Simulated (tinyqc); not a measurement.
Longitudinal sound in a periodic multilayer: transfer matrices, stop bands and folded phonons: one step, computed by the program tinyqc. Command: `OMP_NUM_THREADS=1 python tinyqc.py 3000667 3000668 out.jsonl multilayer walk`. One thread of a shared host (Intel(R) Xeon(R) Processor @ 2.30GHz), about 0.01 s of CPU time with the checks.

Layers 1 and 2 repeat with period d = d_1 + d_2; waves travel normal to the layers, without loss. State vector (u, s): displacement u and stress divided by omega. Impedances Z = rho v are in 1e6 kg/(m^2 s).

Task: Transmission through N periods. A layer maps (u, s) by [[cos p, sin p/Z], [-Z sin p, cos p]], p = 2 pi f d_i/v_i; one period is M = M_2 M_1, and cos(q d) = trace(M)/2. For N periods A = M^N. A wave comes from a thick layer of material 1 and leaves into the substrate (Z_s): transmitted power T = 4 Z_1 Z_s/|Z_1 A_22 + Z_s A_11 - i (Z_1 Z_s A_12 - A_21)|^2, reflected power R = 1 - T.

Inputs (values chosen for the exercise, modelled on copper (layer 1), tantalum (layer 2) and silicon (substrate)): velocity v_1 = 4740 m/s; thickness d_1 = 9.74 nm; velocity v_2 = 4110 m/s; thickness d_2 = 8.49 nm; periods N = 5; frequency f = 63.2 GHz.

M:
```
[[0.1297659, 0.01906610],
 [-54.99094, -0.3734629]]
```

Z_2 = 67.404

Z_1 = 42.7074

Z of the substrate = 19.4815

Give: A = M^N; transmitted power T; T in decibel.

Result:

A = M^N:
```
[[-0.3658, 0.01574],
 [-45.39, -0.7812]]
```

transmitted power T = 0.6578

T in decibel = -1.819 dB
